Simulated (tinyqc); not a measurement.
LED efficiency against current.

ABC model of an LED: J = q da (A n + Ba n^2 + Ca n^3), IQE = Ba n^2/(A n + Ba n^2 + Ca n^3), differential lifetime 1/(A + 2 Ba n + 3 Ca n^2).

Values chosen for this exercise:

| symbol | value | unit | meaning |
|---|---|---|---|
| A | 4.7e7 | 1/s | defect coefficient of the active layer |
| Ba | 1.7e-11 | cm^3/s | radiative coefficient of the active layer |
| Ca | 4.6e-30 | cm^6/s | Auger coefficient of the active layer |
| da | 25 | nm | thickness of the active layer |

Constants: q = 1.602176634e-19 C. Results are converted to the units shown.

Results:
```
J (A/cm^2)  n (cm^-3)  IQE (%)  defect share (%)  Auger share (%)  differential lifetime (ns)
0.6          3.151e16    1.127             98.86         0.009607                       20.80
3            1.508e17    5.161             94.63           0.2106                       19.07
50           1.504e18    30.82             56.64            12.54                       7.730
200          3.280e18    36.62             30.87            32.50                       3.258
800          6.144e18    32.13             14.46            53.41                       1.287
3000         1.039e19    24.52             6.522            68.96                      0.5288
10000        1.624e19    17.97             3.058            78.97                      0.2358
60000        3.065e19    10.66            0.9615            88.38                     0.07118
```

Estimate the missing row, J = 10 A/cm^2.

Computed row:
```
J (A/cm^2)  n (cm^-3)  IQE (%)  defect share (%)  Auger share (%)  differential lifetime (ns)
10           4.493e17    13.75             84.58            1.671                       15.37
```

With this row back in the table: The IQE goes from 1.13 through a maximum of 36.6 (at J = 200 A/cm^2 among the rows listed) to 10.7 %. The exact peak, Q/(Q + 2) = 36.6 % with Q = Ba/sqrt(A Ca) = 1.16, lies at n = sqrt(A/Ca) = 3.20e18 cm^-3, J = 190 A/cm^2, where the defect and Auger shares are equal. n goes as J^(0.97) at the low end and J^(0.35) at the high end.

tinyqc, about 0.01 s, one thread, Intel Xeon 2.30GHz (shared host): `OMP_NUM_THREADS=1 python tinyqc.py 2300131 2300132 out.jsonl`
